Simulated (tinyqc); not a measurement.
Tight binding, honeycomb lattice, step by step. Computed by tinyqc, a small Python program that keeps every step. Settings: t1 = 1.66, t2 = 0, phi = 2.73, delta = 0, points = 7. Command: `OMP_NUM_THREADS=1 python tinyqc.py 20044 20045 out.jsonl` (the two numbers bound the seeds that draw the settings). One thread of a shared host (Intel(R) Xeon(R) Processor @ 2.60GHz), about 0.01 s of CPU time with the checks.

## Bloch Hamiltonian at k

Parameters chosen for this model:

| parameter | value | unit |
|---|---|---|
| t1 | 1.660000 | eV, nearest |
| t2 | 0 | eV, second neighbours |
| phi | 2.730000 | rad, phase of t2 (Haldane) |
| delta | 0 | eV, +/- on A and B |

k point k (fractions of the reciprocal vectors): 0.460000  -0.290000

H_AB = -t1 (1 + exp(-i k.a1) + exp(-i k.a2)); H_AA = delta - 2 t2 sum cos(k.b + phi), H_BB = -delta - 2 t2 sum cos(k.b - phi), b = a1, a2 - a1, -a2.

H(k) at k (eV):
```
                    A                   B
A            0.000000  0.360673-1.195023i
B  0.360673+1.195023i            0.000000
```

## Levels at k

Diagonalise the Hermitian matrix.

eigenvalues (eV): -1.248265  1.248265

weights |c|^2 of the basis functions:
```
     band 1    band 2
A  0.500000  0.500000
B  0.500000  0.500000
```

## Bloch Hamiltonian at K

k point K (fractions of the reciprocal vectors): 0.333333  0.666667

As before.

H(k) at K (eV):
```
          A         B
A  0.000000  0.000000
B  0.000000  0.000000
```

## Levels at K

As before.

eigenvalues (eV): 0.000000  0.000000

## Bands along a path

The same steps at evenly spaced points between the labelled ones.

Bands along the path (eV):

| k | band 1 | band 2 |
|---|---|---|
| G | -4.980000 | 4.980000 |
| G-K 0.25 | -4.535204 | 4.535204 |
| G-K 0.50 | -3.320000 | 3.320000 |
| G-K 0.75 | -1.660000 | 1.660000 |
| K | 0 | 0 |
| K-M 0.25 | -0.687595 | 0.687595 |
| K-M 0.50 | -1.215204 | 1.215204 |
| K-M 0.75 | -1.546874 | 1.546874 |
| M | -1.660000 | 1.660000 |
| M-K' 0.25 | -1.546874 | 1.546874 |
| M-K' 0.50 | -1.215204 | 1.215204 |
| M-K' 0.75 | -0.687595 | 0.687595 |
| K' | 0 | 0 |

With 1 band(s) filled, the highest filled level on these points lies at K and the lowest empty one at K: the bands touch or overlap, so there is no gap.
